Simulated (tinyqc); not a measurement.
Diffusion length from constant photovoltage.

Inverse problem. In a thick sample with a thin depletion layer the excess density at its edge goes as flux/(1/alpha + L), so the flux needed for a fixed surface photovoltage is proportional to 1/alpha + L. Find L.

photon flux for the same photovoltage at absorption coefficients 110 and 1300 1/cm (relative units): [128.90909, 45.692308]

Answer. The line of flux against 1/alpha meets zero at -L.

slope against 1/alpha = 1.000 1/um
L = 38.00 um

Computed by the program tinyqc: `OMP_NUM_THREADS=1 python tinyqc.py 2430122 2430123 out.jsonl`, one thread of a shared Intel Xeon 2.30GHz, about 0.01 s for the whole run.
